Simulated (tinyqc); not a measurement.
Inside a calculation (part 1 of 2). Method: RHF in the 3-21g basis, for H3+, spin multiplicity 1. Computed by tinyqc, a small Python program that keeps every step (integrals from PySCF). Settings: charge = 1, multiplicity = 1, basis = 3-21g, energy threshold = 1e-10, iteration cap = 64, orthogonalisation = canonical, start = core, DIIS depth = 0, method = RHF. Command: `OMP_NUM_THREADS=1 python tinyqc.py 27890 27891 out.jsonl` (the two numbers bound the seeds that draw the settings). One thread of a shared host (Intel(R) Xeon(R) Processor @ 2.60GHz), about 0.04 s of CPU time with the checks. Later iterations appear only in the table of the cycle.

## One-electron integrals

Geometry (angstrom):

| atom | x | y | z |
|---|---|---|---|
| H | 0.000000 | 0.000000 | 0.000000 |
| H | 0.000000 | 0.000000 | 1.178000 |
| H | 0.000000 | 1.168000 | 0.160000 |

Basis 3-21g: exponents (1/bohr^2) and contraction coefficients of normalised primitives:

| element | l (shell) | exponent | coefficient |
|---|---|---|---|
| H | s (1) | 5.447178 | 0.156285 |
| H | s (1) | 0.824547 | 0.904691 |
| H | s (2) | 0.183192 | 1.000000 |

Overlap, kinetic and nuclear-attraction integrals over the contracted functions; the nuclear repulsion is the sum of Za Zb / Rab.

nuclear repulsion = 1.23963075 hartree

overlap S:
```
          1H 1s     1H 2s     2H 1s     2H 2s     3H 1s     3H 2s
1H 1s  1.000000  0.645899  0.110621  0.305319  0.110262  0.304967
1H 2s  0.645899  1.000000  0.305319  0.635143  0.304967  0.634699
2H 1s  0.110621  0.305319  1.000000  0.645899  0.024223  0.176790
2H 2s  0.305319  0.635143  0.645899  1.000000  0.176790  0.456025
3H 1s  0.110262  0.304967  0.024223  0.176790  1.000000  0.645899
3H 2s  0.304967  0.634699  0.176790  0.456025  0.645899  1.000000
```

kinetic energy T (hartree):
```
           1H 1s     1H 2s      2H 1s     2H 2s      3H 1s     3H 2s
1H 1s   1.549405  0.293152  -0.060768  0.069216  -0.060856  0.069030
1H 2s   0.293152  0.274788   0.069216  0.121716   0.069030  0.121550
2H 1s  -0.060768  0.069216   1.549405  0.293152  -0.042312  0.010882
2H 2s   0.069216  0.121716   0.293152  0.274788   0.010882  0.059714
3H 1s  -0.060856  0.069030  -0.042312  0.010882   1.549405  0.293152
3H 2s   0.069030  0.121550   0.010882  0.059714   0.293152  0.274788
```

nuclear attraction V (hartree):
```
           1H 1s      1H 2s      2H 1s      2H 2s      3H 1s      3H 2s
1H 1s  -2.618966  -1.361873  -0.242522  -0.652223  -0.241635  -0.651425
1H 2s  -1.361873  -1.530251  -0.627871  -1.010637  -0.627018  -1.009878
2H 1s  -0.242522  -0.627871  -2.511658  -1.292973  -0.047605  -0.358708
2H 2s  -0.652223  -1.010637  -1.292973  -1.444125  -0.358651  -0.722835
3H 1s  -0.241635  -0.627018  -0.047605  -0.358651  -2.511313  -1.292754
3H 2s  -0.651425  -1.009878  -0.358708  -0.722835  -1.292754  -1.443884
```

core Hamiltonian H = T + V (hartree):
```
           1H 1s      1H 2s      2H 1s      2H 2s      3H 1s      3H 2s
1H 1s  -1.069562  -1.068721  -0.303290  -0.583007  -0.302491  -0.582395
1H 2s  -1.068721  -1.255463  -0.558655  -0.888920  -0.557988  -0.888329
2H 1s  -0.303290  -0.558655  -0.962254  -0.999821  -0.089917  -0.347826
2H 2s  -0.583007  -0.888920  -0.999821  -1.169337  -0.347769  -0.663121
3H 1s  -0.302491  -0.557988  -0.089917  -0.347769  -0.961908  -0.999602
3H 2s  -0.582395  -0.888329  -0.347826  -0.663121  -0.999602  -1.169096
```

## Two-electron integrals

Functions are numbered as in S; the eight-fold symmetry (ij|kl) = (ji|kl) = (kl|ij) leaves the list below.

Two-electron integrals (ij|kl) in chemists' order, unique and non-zero (hartree):
```
(11|11) 1.140145   (21|11) 0.611403   (21|21) 0.345152   (22|11) 0.626370
(22|21) 0.380329   (22|22) 0.482957   (31|11) 0.086405   (31|21) 0.051181
(31|22) 0.060794   (31|31) 0.012514   (32|11) 0.160542   (32|21) 0.100788
(32|22) 0.136887   (32|31) 0.027415   (32|32) 0.076556   (33|11) 0.447896
(33|21) 0.287103   (33|22) 0.412868   (33|31) 0.086405   (33|32) 0.278434
(33|33) 1.140145   (41|11) 0.278434   (41|21) 0.158513   (41|22) 0.177164
(41|31) 0.027415   (41|32) 0.055281   (41|33) 0.160542   (41|41) 0.076556
(42|11) 0.352430   (42|21) 0.216892   (42|22) 0.285039   (42|31) 0.043402
(42|32) 0.108775   (42|33) 0.352430   (42|41) 0.108775   (42|42) 0.194828
(43|11) 0.287103   (43|21) 0.183049   (43|22) 0.260911   (43|31) 0.051181
(43|32) 0.158513   (43|33) 0.611403   (43|41) 0.100788   (43|42) 0.216892
(43|43) 0.345152   (44|11) 0.412868   (44|21) 0.260911   (44|22) 0.369330
(44|31) 0.060794   (44|32) 0.177164   (44|33) 0.626370   (44|41) 0.136887
(44|42) 0.285039   (44|43) 0.380329   (44|44) 0.482957   (51|11) 0.086087
(51|21) 0.050998   (51|22) 0.060586   (51|31) 0.007847   (51|32) 0.016301
(51|33) 0.046747   (51|41) 0.023911   (51|42) 0.035549   (51|43) 0.030016
(51|44) 0.043660   (51|51) 0.012433   (52|11) 0.160257   (52|21) 0.100615
(52|22) 0.136679   (52|31) 0.016329   (52|32) 0.037987   (52|33) 0.113229
(52|41) 0.047739   (52|42) 0.082833   (52|43) 0.072817   (52|44) 0.108013
(52|51) 0.027290   (52|52) 0.076378   (53|11) 0.014023   (53|21) 0.008770
(53|22) 0.011627   (53|31) 0.002031   (53|32) 0.004997   (53|33) 0.015749
(53|41) 0.004650   (53|42) 0.008443   (53|43) 0.009669   (53|44) 0.012297
(53|51) 0.002026   (53|52) 0.004992   (53|53) 0.000598   (54|11) 0.089172
(54|21) 0.056232   (54|22) 0.077340   (54|31) 0.010024   (54|32) 0.024113
(54|33) 0.072884   (54|41) 0.027538   (54|42) 0.049758   (54|43) 0.046658
(54|44) 0.067687   (54|51) 0.015138   (54|52) 0.043074   (54|53) 0.003224
(54|54) 0.025552   (55|11) 0.447561   (55|21) 0.286898   (55|22) 0.412655
(55|31) 0.046875   (55|32) 0.113341   (55|33) 0.341504   (55|41) 0.136615
(55|42) 0.252484   (55|43) 0.220417   (55|44) 0.334096   (55|51) 0.086087
(55|52) 0.278097   (55|53) 0.015749   (55|54) 0.156986   (55|55) 1.140145
(61|11) 0.278097   (61|21) 0.158323   (61|22) 0.176955   (61|31) 0.023968
(61|32) 0.047764   (61|33) 0.136552   (61|41) 0.073249   (61|42) 0.102022
(61|43) 0.087011   (61|44) 0.123768   (61|51) 0.027290   (61|52) 0.055130
(61|53) 0.004646   (61|54) 0.030751   (61|55) 0.160257   (61|61) 0.076378
(62|11) 0.352121   (62|21) 0.216706   (62|22) 0.284809   (62|31) 0.035640
(62|32) 0.082889   (62|33) 0.252401   (62|41) 0.102054   (62|42) 0.171953
(62|43) 0.159923   (62|44) 0.228242   (62|51) 0.043230   (62|52) 0.108566
(62|53) 0.008438   (62|54) 0.061682   (62|55) 0.352121   (62|61) 0.108566
(62|62) 0.194556   (63|11) 0.089223   (63|21) 0.056260   (63|22) 0.077367
(63|31) 0.015189   (63|32) 0.043122   (63|33) 0.156986   (63|41) 0.030797
(63|42) 0.061729   (63|43) 0.089901   (63|44) 0.101496   (63|51) 0.009997
(63|52) 0.024089   (63|53) 0.003224   (63|54) 0.015564   (63|55) 0.072884
(63|61) 0.027522   (63|62) 0.049739   (63|63) 0.025552   (64|11) 0.220649
(64|21) 0.137637   (64|22) 0.187574   (64|31) 0.027684   (64|32) 0.071680
(64|33) 0.233406   (64|41) 0.069220   (64|42) 0.129971   (64|43) 0.144824
(64|44) 0.194518   (64|51) 0.027599   (64|52) 0.071604   (64|53) 0.006819
(64|54) 0.043735   (64|55) 0.233406   (64|61) 0.069146   (64|62) 0.129894
(64|63) 0.043735   (64|64) 0.100435   (65|11) 0.286898   (65|21) 0.182928
(65|22) 0.260786   (65|31) 0.030099   (65|32) 0.072890   (65|33) 0.220417
(65|41) 0.087055   (65|42) 0.159980   (65|43) 0.142063   (65|44) 0.213766
(65|51) 0.050998   (65|52) 0.158323   (65|53) 0.009669   (65|54) 0.089901
(65|55) 0.611403   (65|61) 0.100615   (65|62) 0.216706   (65|63) 0.046658
(65|64) 0.144824   (65|65) 0.345152   (66|11) 0.412655   (66|21) 0.260786
(66|22) 0.369195   (66|31) 0.043786   (66|32) 0.108123   (66|33) 0.334096
(66|41) 0.123853   (66|42) 0.228341   (66|43) 0.213766   (66|44) 0.315465
(66|51) 0.060586   (66|52) 0.176955   (66|53) 0.012297   (66|54) 0.101496
(66|55) 0.626370   (66|61) 0.136679   (66|62) 0.284809   (66|63) 0.067687
(66|64) 0.194518   (66|65) 0.380329   (66|66) 0.482957
```

## Orthogonalisation

S = U s U^T; canonical form X = U s^(-1/2), so that X^T S X = 1. Each column of U has its largest component positive (the first on a tie).

eigenvalues of S: 0.174185  0.243469  0.386615  0.984432  1.276284  2.935015

X:
```
               1          2          3          4          5         6
1H 1s  -0.810670   0.000884   0.761569   0.738603  -0.000732  0.205755
1H 2s   1.779895  -0.001430  -0.496392   0.296451  -0.000323  0.301273
2H 1s   0.351455   0.772575   0.779350  -0.394595  -0.526601  0.176213
2H 2s  -0.915347  -1.205885  -0.522230  -0.190472  -0.337265  0.269826
3H 1s   0.349980  -0.773422   0.779404  -0.392993   0.527487  0.176095
3H 2s  -0.912110   1.207512  -0.522090  -0.189655   0.337973  0.269716
```

## Starting guess

The start is the orbitals of the core Hamiltonian; D = 2 C_occ C_occ^T.

D at the start:
```
          1H 1s     1H 2s     2H 1s     2H 2s     3H 1s     3H 2s
1H 1s  0.240255  0.207190  0.154248  0.125216  0.153943  0.125050
1H 2s  0.207190  0.178675  0.133020  0.107983  0.132756  0.107840
2H 1s  0.154248  0.133020  0.099031  0.080391  0.098834  0.080285
2H 2s  0.125216  0.107983  0.080391  0.065260  0.080232  0.065173
3H 1s  0.153943  0.132756  0.098834  0.080232  0.098638  0.080125
3H 2s  0.125050  0.107840  0.080285  0.065173  0.080125  0.065087
```

## Iteration 1: building the Fock matrix

J_ij = sum D_kl (ij|kl), K_ij = sum D_kl (ik|jl); F = H + J - 0.5 K; E = tr D H + tr D J / 2 - 0.25 tr D K + E_nn.

Coulomb J (hartree):
```
          1H 1s     1H 2s     2H 1s     2H 2s     3H 1s     3H 2s
1H 1s  1.363563  0.802972  0.141763  0.386260  0.141231  0.385775
1H 2s  0.802972  0.981151  0.331525  0.622948  0.330879  0.622359
2H 1s  0.141763  0.331525  1.063722  0.648312  0.028818  0.191494
2H 2s  0.386260  0.622948  0.648312  0.854714  0.191357  0.435858
3H 1s  0.141231  0.330879  0.028818  0.191357  1.062567  0.647695
3H 2s  0.385775  0.622359  0.191494  0.435858  0.647695  0.854174
```

exchange K (hartree):
```
          1H 1s     1H 2s     2H 1s     2H 2s     3H 1s     3H 2s
1H 1s  0.916925  0.802312  0.355457  0.552656  0.354634  0.552066
1H 2s  0.802312  0.824999  0.436864  0.623358  0.435908  0.622706
2H 1s  0.355457  0.436864  0.468443  0.461483  0.195302  0.322799
2H 2s  0.552656  0.623358  0.461483  0.561554  0.322444  0.478117
3H 1s  0.354634  0.435908  0.195302  0.322444  0.466958  0.460278
3H 2s  0.552066  0.622706  0.322799  0.478117  0.460278  0.560548
```

Fock matrix F (hartree):
```
           1H 1s      1H 2s      2H 1s      2H 2s      3H 1s      3H 2s
1H 1s  -0.164461  -0.666905  -0.339255  -0.473075  -0.338577  -0.472653
1H 2s  -0.666905  -0.686811  -0.445562  -0.577651  -0.445063  -0.577323
2H 1s  -0.339255  -0.445562  -0.132754  -0.582251  -0.158750  -0.317732
2H 2s  -0.473075  -0.577651  -0.582251  -0.595400  -0.317633  -0.466322
3H 1s  -0.338577  -0.445063  -0.158750  -0.317633  -0.132820  -0.582046
3H 2s  -0.472653  -0.577323  -0.317732  -0.466322  -0.582046  -0.595196
```

total energy of this density = -1.16899498 hartree

## Iteration 1: diagonalisation and new density

Diagonalise F' = X^T F X, C = X C', fill 1 alpha and 1 beta electrons from the bottom; D = 2 C_occ C_occ^T. Each column has its largest component positive (the first on a tie).

F' = X^T F X (hartree):
```
           1          2          3          4          5          6
1   0.578886   0.000120  -0.051109  -0.460400   0.000050   0.007060
2   0.000120   0.642169   0.000093  -0.000152  -0.324598  -0.000051
3  -0.051109   0.000093   0.809209  -0.028064   0.000030  -0.088986
4  -0.460400  -0.000152  -0.028064   0.119286   0.000052  -0.026465
5   0.000050  -0.324598   0.000030   0.000052  -0.203216   0.000066
6   0.007060  -0.000051  -0.088986  -0.026465   0.000066  -0.932037
```

orbital energies (hartree): MO1 -0.937353, MO2 -0.313471, MO3 -0.167410, MO4 0.752424, MO5 0.802055, MO6 0.878052

coefficients C:
```
            MO1        MO2        MO3        MO4        MO5        MO6
1H 1s  0.261217  -0.000431   0.230523   0.001603   0.201264  -1.289635
1H 2s  0.294207  -0.001176   1.155546  -0.002912   0.073144   1.471693
2H 1s  0.206741  -0.250163  -0.116471   0.898012   0.922581   0.123984
2H 2s  0.231586  -0.706875  -0.677893  -1.030699  -0.747340  -0.392268
3H 1s  0.206550   0.250698  -0.115874  -0.904847   0.916316   0.120466
3H 2s  0.231499   0.708680  -0.674849   1.037287  -0.739995  -0.388267
```

D after iteration 1:
```
          1H 1s     1H 2s     2H 1s     2H 2s     3H 1s     3H 2s
1H 1s  0.136469  0.153704  0.108009  0.120988  0.107909  0.120943
1H 2s  0.153704  0.173115  0.121649  0.136268  0.121537  0.136217
2H 1s  0.108009  0.121649  0.085484  0.095757  0.085405  0.095721
2H 2s  0.120988  0.136268  0.095757  0.107264  0.095668  0.107224
3H 1s  0.107909  0.121537  0.085405  0.095668  0.085326  0.095632
3H 2s  0.120943  0.136217  0.095721  0.107224  0.095632  0.107184
```

## Iteration 2: building the Fock matrix

As before.

Coulomb J (hartree):
```
          1H 1s     1H 2s     2H 1s     2H 2s     3H 1s     3H 2s
1H 1s  1.252563  0.748771  0.136323  0.363317  0.135841  0.362880
1H 2s  0.748771  0.941045  0.328504  0.608212  0.327974  0.607709
2H 1s  0.136323  0.328504  1.067157  0.649434  0.028603  0.190854
2H 2s  0.363317  0.608212  0.649434  0.852914  0.190774  0.432421
3H 1s  0.135841  0.327974  0.028603  0.190774  1.066486  0.649069
3H 2s  0.362880  0.607709  0.190854  0.432421  0.649069  0.852586
```

exchange K (hartree):
```
          1H 1s     1H 2s     2H 1s     2H 2s     3H 1s     3H 2s
1H 1s  0.741574  0.701843  0.331201  0.507453  0.330668  0.507050
1H 2s  0.701843  0.789306  0.443269  0.628665  0.442663  0.628222
2H 1s  0.331201  0.443269  0.491314  0.490039  0.205500  0.340988
2H 2s  0.507453  0.628665  0.490039  0.598970  0.340793  0.506326
3H 1s  0.330668  0.442663  0.205500  0.340793  0.490492  0.489339
3H 2s  0.507050  0.628222  0.340988  0.506326  0.489339  0.598343
```

Fock matrix F (hartree):
```
           1H 1s      1H 2s      2H 1s      2H 2s      3H 1s      3H 2s
1H 1s  -0.187785  -0.670871  -0.332567  -0.473416  -0.331984  -0.473041
1H 2s  -0.670871  -0.709071  -0.451785  -0.595041  -0.451345  -0.594731
2H 1s  -0.332567  -0.451785  -0.140754  -0.595407  -0.164064  -0.327466
2H 2s  -0.473416  -0.595041  -0.595407  -0.615908  -0.327392  -0.483863
3H 1s  -0.331984  -0.451345  -0.164064  -0.327392  -0.140668  -0.595202
3H 2s  -0.473041  -0.594731  -0.327466  -0.483863  -0.595202  -0.615682
```

total energy of this density = -1.19077638 hartree

## Iteration 2: diagonalisation and new density

As before.

F' = X^T F X (hartree):
```
           1          2          3          4          5          6
1   0.556009   0.000100  -0.029799  -0.448701   0.000056   0.005672
2   0.000100   0.643165  -0.000017  -0.000127  -0.327437  -0.000044
3  -0.029799  -0.000017   0.801634  -0.038589   0.000084  -0.076022
4  -0.448701  -0.000127  -0.038589   0.088478  -0.000012  -0.020410
5   0.000056  -0.327437   0.000084  -0.000012  -0.207767   0.000044
6   0.005672  -0.000044  -0.076022  -0.020410   0.000044  -0.952350
```

orbital energies (hartree): MO1 -0.956125, MO2 -0.319178, MO3 -0.185648, MO4 0.754575, MO5 0.805584, MO6 0.829961

coefficients C:
```
            MO1        MO2        MO3        MO4        MO5        MO6
1H 1s  0.252524  -0.000356   0.241201   0.003222   0.436693  -1.229791
1H 2s  0.292846  -0.000854   1.145253  -0.003903  -0.189818   1.469583
2H 1s  0.202514  -0.249759  -0.121895   0.900596   0.882548   0.289188
2H 2s  0.238743  -0.707608  -0.668195  -1.032075  -0.661649  -0.529552
3H 1s  0.202343   0.250158  -0.121393  -0.902532   0.882226   0.284058
3H 2s  0.238677   0.709031  -0.665655   1.035178  -0.661060  -0.523610
```

D after iteration 2:
```
          1H 1s     1H 2s     2H 1s     2H 2s     3H 1s     3H 2s
1H 1s  0.127537  0.147901  0.102279  0.120577  0.102193  0.120543
1H 2s  0.147901  0.171518  0.118611  0.139830  0.118511  0.139792
2H 1s  0.102279  0.118611  0.082024  0.096698  0.081955  0.096671
2H 2s  0.120577  0.139830  0.096698  0.113997  0.096616  0.113965
3H 1s  0.102193  0.118511  0.081955  0.096616  0.081886  0.096590
3H 2s  0.120543  0.139792  0.096671  0.113965  0.096590  0.113934
```

## Iteration 3: building the Fock matrix

As before.

Coulomb J (hartree):
```
          1H 1s     1H 2s     2H 1s     2H 2s     3H 1s     3H 2s
1H 1s  1.241723  0.743384  0.135690  0.360979  0.135213  0.360546
1H 2s  0.743384  0.936860  0.327836  0.606464  0.327319  0.605971
2H 1s  0.135690  0.327836  1.065736  0.648727  0.028558  0.190583
2H 2s  0.360979  0.606464  0.648727  0.852181  0.190508  0.431829
3H 1s  0.135213  0.327319  0.028558  0.190508  1.065116  0.648389
3H 2s  0.360546  0.605971  0.190583  0.431829  0.648389  0.851875
```

exchange K (hartree):
```
          1H 1s     1H 2s     2H 1s     2H 2s     3H 1s     3H 2s
1H 1s  0.725032  0.692019  0.327866  0.502801  0.327360  0.502417
1H 2s  0.692019  0.785670  0.442604  0.629034  0.442033  0.628613
2H 1s  0.327866  0.442604  0.490535  0.491294  0.205547  0.341922
2H 2s  0.502801  0.629034  0.491294  0.602566  0.341743  0.509139
3H 1s  0.327360  0.442033  0.205547  0.341743  0.489781  0.490647
3H 2s  0.502417  0.628613  0.341922  0.509139  0.490647  0.601981
```

Fock matrix F (hartree):
```
           1H 1s      1H 2s      2H 1s      2H 2s      3H 1s      3H 2s
1H 1s  -0.190355  -0.671347  -0.331533  -0.473429  -0.330958  -0.473058
1H 2s  -0.671347  -0.711438  -0.452120  -0.596973  -0.451685  -0.596664
2H 1s  -0.331533  -0.452120  -0.141785  -0.596742  -0.164133  -0.328205
2H 2s  -0.473429  -0.596973  -0.596742  -0.618438  -0.328132  -0.485862
3H 1s  -0.330958  -0.451685  -0.164133  -0.328132  -0.141683  -0.596536
3H 2s  -0.473058  -0.596664  -0.328205  -0.485862  -0.596536  -0.618211
```

total energy of this density = -1.19108569 hartree

## Iteration 3: diagonalisation and new density

As before.

F' = X^T F X (hartree):
```
           1          2          3          4          5          6
1   0.553537   0.000097  -0.027885  -0.447445   0.000056   0.005938
2   0.000097   0.642696  -0.000028  -0.000124  -0.327539  -0.000044
3  -0.027885  -0.000028   0.800487  -0.039556   0.000091  -0.074016
4  -0.447445  -0.000124  -0.039556   0.084776  -0.000018  -0.019898
5   0.000056  -0.327539   0.000091  -0.000018  -0.208841   0.000042
6   0.005938  -0.000044  -0.074016  -0.019898   0.000042  -0.954408
```

orbital energies (hartree): MO1 -0.957985, MO2 -0.320251, MO3 -0.187918, MO4 0.754106, MO5 0.805060, MO6 0.825235

coefficients C:
```
            MO1        MO2        MO3        MO4        MO5        MO6
1H 1s  0.251540  -0.000348   0.242612   0.003474   0.507660  -1.202157
1H 2s  0.292425  -0.000820   1.143921  -0.004101  -0.273952   1.457377
2H 1s  0.201710  -0.249853  -0.122449   0.900818   0.864183   0.339779
2H 2s  0.239919  -0.707528  -0.667060  -1.032299  -0.629494  -0.567932
3H 1s  0.201541   0.250238  -0.121957  -0.902261   0.864729   0.334503
3H 2s  0.239856   0.708911  -0.664573   1.035091  -0.629898  -0.561802
```

D after iteration 3:
```
          1H 1s     1H 2s     2H 1s     2H 2s     3H 1s     3H 2s
1H 1s  0.126544  0.147113  0.101476  0.120698  0.101391  0.120666
1H 2s  0.147113  0.171025  0.117970  0.140317  0.117871  0.140280
2H 1s  0.101476  0.117970  0.081374  0.096788  0.081306  0.096763
2H 2s  0.120698  0.140317  0.096788  0.115123  0.096707  0.115092
3H 1s  0.101391  0.117871  0.081306  0.096707  0.081237  0.096681
3H 2s  0.120666  0.140280  0.096763  0.115092  0.096681  0.115062
```
